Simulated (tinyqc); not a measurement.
# All-pass ring resonator: what changes with what

A ring of length L = 2 pi Rr coupled to one bus waveguide: round-trip amplitude a = 10^(-al L/20), self-coupling t = sqrt(1 - k2). At detuning d from the resonance the round-trip phase is p = 2 pi d/FSR and the transmission T = (a^2 - 2 a t cos p + t^2)/(1 - 2 a t cos p + a^2 t^2). Lossless coupler, linear absorption only.

Values chosen for this exercise; values close to those of silicon nitride waveguides:
- lam = 1310 nm (cold resonance wavelength)
- Rr = 50 um (ring radius)
- ng = 1.99 (group index)
- al = 3.4 dB/cm (propagation loss)
- k2 = 0.017 (power coupling)
- dT = 2.4e-5 1/K (thermo-optic change of the effective index)
- Rt = 2.2 K/mW (thermal resistance)
- fa = 0.9 (share of the loss that heats the ring)
- Pin = 0.78 mW (input power)

Constants: c = 299792458 m/s. Results are converted to the units shown.

Each table varies one quantity; the others keep the values above.

## Line shape, cold and heated

FSR = lam^2/(ng L). The lost power (1 - T) Pin heats the ring by Rt fa (1 - T) Pin and shifts the resonance to longer wavelength by s = (lam dT/ng) times that rise; d = dl - s. The hot columns give T for the smallest and the largest self-consistent shift.

Line shape, cold and heated:
```
dl (pm)   T, cold  roots  smallest s (pm)  T there  largest s (pm)  T there
-27       0.90086      1           2.1112  0.91348          2.1112   0.91348
-15       0.73876      1           4.3081  0.82344          4.3081   0.82344
-7.3      0.41001      1           6.8982  0.71729          6.8982   0.71729
0        0.031843      1           10.337  0.57634          10.337   0.57634
5.5       0.29013      1           13.438  0.44926          13.438   0.44926
11        0.60569      1           16.807  0.31120          16.807   0.31120
16        0.76264      1           19.927  0.18332          19.927   0.18332
24        0.87786      3           4.0992  0.83200          23.571  0.033984
33        0.93130      1           1.8669  0.92349          1.8669   0.92349
46        0.96337      1          0.92962  0.96190         0.92962   0.96190
```

The cold line has FWHM = 18.2 pm and its dip at dl = 0; heated, the deepest listed dip lies at dl = 24 pm, and the largest possible shift is 23.6 pm, 1.3 FWHM. 1 row(s) have three roots: there the ring is bistable.

## Effect of the ring radius

FSR = lam^2/(ng L), finesse F = pi sqrt(a t)/(1 - a t), FWHM = FSR/F, Q = lam/FWHM, Tmin = (a - t)^2/(1 - a t)^2, power build-up k2 a^2/(1 - a t)^2, optical bandwidth c/(lam Q).

The same in every row: t = 0.99146.

Effect of the ring radius:
```
Rr (um)        a         Q      Tmin  build-up  bandwidth (GHz)
17       0.99583     39967   0.11858    104.96           5.7259
27       0.99338     53215  0.016134    73.589           4.3004
44       0.98924     68025  0.013442    45.091           3.3642
71       0.98269     81770   0.11657    24.856           2.7987
110      0.97331     92576   0.26907    13.146           2.4720
190      0.95434  1.0301e5   0.47598    5.3489           2.2217
300      0.92887  1.0920e5   0.62683    2.3468           2.0958
```

Read the table: what changes, and by how much?

As Rr goes from 17 to 300 um, Q rises from 40000 to 1.09e5, Tmin goes from 0.119 through a minimum of 0.0134 (at Rr = 44 um among the rows listed) to 0.627 and the build-up falls from 105 to 2.35. The ring is overcoupled (t < a) in 2 of the 7 rows; the dip is deepest where t and a cross. Bend loss, which grows for small rings, is left out.

## Effect of the power coupling

Same model as above.

The same in every row: a = 0.9878.

Effect of the power coupling:
```
k2           t        Q      Tmin  build-up  bandwidth (GHz)
0.003   0.9985  1.086e5    0.6120     15.58            2.106
0.0052  0.9974  1.006e5    0.4227     23.18            2.275
0.0088  0.9956  8.969e4    0.2221     31.24            2.552
0.015   0.9925  7.551e4   0.05701     37.87            3.031
0.026   0.9869  5.886e4  0.001179     40.11            3.888
0.044   0.9778  4.309e4   0.08594     36.71            5.312
0.075   0.9618  2.923e4    0.2707     29.29            7.828
0.13    0.9327  1.829e4    0.4896     20.50            12.51
0.22    0.8832  1.097e4    0.6718     13.18            20.86
```

As k2 goes from 0.003 to 0.22, Q falls from 1.09e5 to 11000, Tmin goes from 0.612 through a minimum of 0.00118 (at k2 = 0.026 among the rows listed) to 0.672 and the build-up goes from 15.6 through a maximum of 40.1 (at k2 = 0.026 among the rows listed) to 13.2. The ring is overcoupled (t < a) in 5 of the 9 rows; the dip is deepest where t and a cross.

Numbers from tinyqc (`OMP_NUM_THREADS=1 python tinyqc.py 2650041 2650042 out.jsonl`; about 0.01 s on one thread of a shared Intel Xeon 2.30GHz).
